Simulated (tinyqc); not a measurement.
Where in the gap a trap does harm: carrier lifetime from Shockley-Read-Hall, radiative, Auger and surface recombination. Computed by tinyqc, a small Python program. Command: `OMP_NUM_THREADS=1 python tinyqc.py 3027540 3027541 out.jsonl lifetime walk`. One thread of a shared host (Intel(R) Xeon(R) Processor @ 2.30GHz), about 0.03 s of CPU time with the checks.

Energies are counted from the top of the valence band. Boltzmann statistics, full ionisation, and equal excess densities of electrons and holes.

Inputs (values chosen for the exercise, with bands modelled on germanium):
```
quantity                          value   unit
gap E_g                            0.66     eV
electron mass m_e                  0.22    m_0
valleys M_c                           4      -
hole mass m_h                     0.343    m_0
temperature T                       400      K
doping N                          6e+14  cm^-3
trap level E_t                    0.375     eV
trap density N_t                2.2e+11  cm^-3
electron cross-section sigma_n  1.4e-17   cm^2
hole cross-section sigma_p      3.3e-17   cm^2
```

Doping: p-type. Surface term: two equal surfaces.

Constants: m_0 = 9.1093837015e-31 kg; k_B = 1.380649e-23 J/K; h = 6.62607015e-34 J s; k_B = 8.617333262e-05 eV/K.

Method:
- N_c = 2 M_c (2 pi m_e k_B T/h^2)^(3/2) and N_v = 2 (2 pi m_h k_B T/h^2)^(3/2), masses in units of m_0.
- n_i = sqrt(N_c N_v) exp(-E_g/2 k_B T); majority density N/2 + sqrt(N^2/4 + n_i^2), minority density n_i^2 over it.
- v = sqrt(3 k_B T/m) with m_e or m_h; tau_n0 = 1/(sigma_n v_n N_t), tau_p0 = 1/(sigma_p v_p N_t); n1 = N_c exp(-(E_g - E_t)/k_B T), p1 = N_v exp(-E_t/k_B T).
- Low injection: tau = [tau_p0 (n_0 + n1) + tau_n0 (p_0 + p1)]/(n_0 + p_0). Depleted region (n = p = 0): generation lifetime tau_g = (tau_p0 n1 + tau_n0 p1)/n_i. n1 = N_c exp(-(E_g - E_t)/k_B T), p1 = N_v exp(-E_t/k_B T).

tau_p0 = 0.00598167 s

n_0 = 5.29674e+14 cm^-3

N_c = 1.59468e+19 cm^-3

tau_n0 = 0.0112921 s

p_0 = 1.12967e+15 cm^-3

N_v = 7.76106e+18 cm^-3

n_i = 7.73536e+14 cm^-3

The same trap at other energies:
```
E_t (eV)  SRH lifetime (s)  generation lifetime (s)
0.040           1.6559e+01               3.5501e+01
0.099           2.9978e+00               6.4102e+00
0.165           4.5003e-01               9.4480e-01
0.231           7.4729e-02               1.3972e-01
0.297           2.0697e-02               2.3812e-02
0.330           1.7266e-02               1.6452e-02
0.363           2.1419e-02               2.5359e-02
0.429           8.0451e-02               1.5199e-01
0.495           4.8898e-01               1.0283e+00
0.561           3.2621e+00               6.9770e+00
0.620           1.8022e+01               3.8640e+01
```

What follows from these numbers?

The SRH lifetime (other channels left aside) stays within 10 % of its least value, among these rows, from E_t = 0.33 to 0.33 eV. The generation lifetime has a sharp minimum, among these rows at 0.33 eV and exactly at 0.329 eV, where tau_p0 n1 = tau_n0 p1, since generation needs two thermal jumps and the larger one rules.

Extremes, crossings and ranges named in words are read from the listed rows.
